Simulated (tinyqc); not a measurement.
Inside a calculation. Model: Raman line shape of confined optical phonons and breathing modes of small crystals. Computed by tinyqc, a small Python program that keeps every step. Command: `OMP_NUM_THREADS=1 python tinyqc.py 3021483 3021484 out.jsonl confine walk`. One thread of a shared host (Intel(R) Xeon(R) Processor @ 2.30GHz), about 0.02 s of CPU time with the checks. Intermediate numbers are printed to about 7 digits and carried at full precision; extremes and crossings named in words are read from the listed rows.

Confinement in 3 direction(s) lets phonons with q away from zero scatter light. q is in units of 2 pi/a, from 0 to 1, and the branch is isotropic: omega(q)^2 = (omega_0^2 + omega_X^2)/2 + ((omega_0^2 - omega_X^2)/2) cos(pi q). The model and its constant beta are phenomenological; beta = 8 is the common choice.

Inputs (values chosen for the exercise, modelled on silicon):
```
quantity                                value      unit
bulk frequency omega_0                    521      1/cm
frequency at the zone boundary omega_X    414      1/cm
natural width Gamma_0                     3.6      1/cm
lattice constant a                      5.431  angstrom
size L                                    6.4        nm
confinement constant beta                   8         -
probe offset omega - omega_0             -9.1      1/cm
longitudinal velocity                    9020       m/s
transverse velocity                      5430       m/s
```

Shape: sphere.

Constants: c = 299792458 m/s.

## Range of wave vectors

Weight W(q) = q^2 exp(-(2 L q/a)^2/(2 beta)) dq, that is exp(-k^2 L^2/(2 beta pi^2)) for k = 2 pi q/a. Width q_c = a sqrt(2 beta)/(2 L), where the exponential falls to 1/e; curvature of the branch: omega(q) = omega_0 - c q^2, c = pi^2 (omega_0^2 - omega_X^2)/(8 omega_0); for small q_c the mean of q^2 is (number of confined directions) q_c^2/2, and the mean shift is -c times that.

q_c = 0.1697188 2 pi/a

curvature c = 236.9013 1/cm

mean shift, quadratic estimate = -10.23572 1/cm

omega(q_c) - omega_0 = -6.706844 1/cm

## Intensity at one frequency

I(omega) = int W(q) / [(omega - omega(q))^2 + (Gamma_0/2)^2] dq / int W dq x (Gamma_0/2)^2, by 400 Gauss-Legendre points on 0 < q < min(1, 2.5 a sqrt(2 beta)/L). Bulk Lorentzian 1/(1 + (2 offset/Gamma)^2); mean shift = weighted mean of omega(q) less the bulk frequency.

I at the probe offset = 0.2551524

bulk Lorentzian there = 0.03765253

mean shift, from the weights = -9.797413 1/cm

## Peak, width and asymmetry

The peak is the maximum of I; the width is taken between the half-maximum points, and the asymmetry is the low-side half-width over the high-side one.

peak shift = -4.7838 1/cm

full width = 14.856 1/cm

asymmetry = 2.1902

peak height (bulk = 1) = 0.30522

The peak moves 49 % as far as the mean: the tail on the low side carries the rest. A shift without broadening or asymmetry would point to stress, not size.

## Line shape against size

The formulas are those given above.

Line shape:
```
L (nm)  peak shift (1/cm)  full width (1/cm)  asymmetry  mean shift, quadratic estimate (1/cm)
3                 -19.286             58.552     2.4355                              -46.58389
3.6               -13.251             41.072     2.4869                              -32.34992
4.4               -9.0672             28.287     2.4545                              -21.65573
5.5               -6.1379             19.094     2.3237                              -13.85967
7                 -4.1493             12.901     2.0991                              -8.556225
10                -2.4198             7.8565     1.7034                              -4.192550
15                -1.3331             5.2157     1.3213                              -1.863356
25               -0.59295             3.9743     1.0694                             -0.6708080
```

The peak shift falls with exponent -2.06 at the small end and -1.59 at the large end. For still larger L it tends to the mean shift, which goes as 1/L^2; the ratio is 0.41 in the first row and 0.88 in the last. The width exceeds Gamma_0 by over 10 % for L up to 25 nm. In a sphere the factor q^2 removes the weight at q = 0, so the peak itself moves strongly.

## Breathing mode of the free sphere

Lamb: with s = omega R/v_L, R = L/2, the lowest radial mode solves tan(s)/s = 1/(1 - s^2 v_L^2/(4 v_T^2)), s between pi/2 and pi; wavenumber = s v_L/(2 pi c R).

root s = 2.492673

breathing frequency = 1118.258 GHz

breathing wavenumber = 37.30107 1/cm

Checks made by the program: mean shift of a large crystal against the quadratic estimate (relative difference 4e-05).
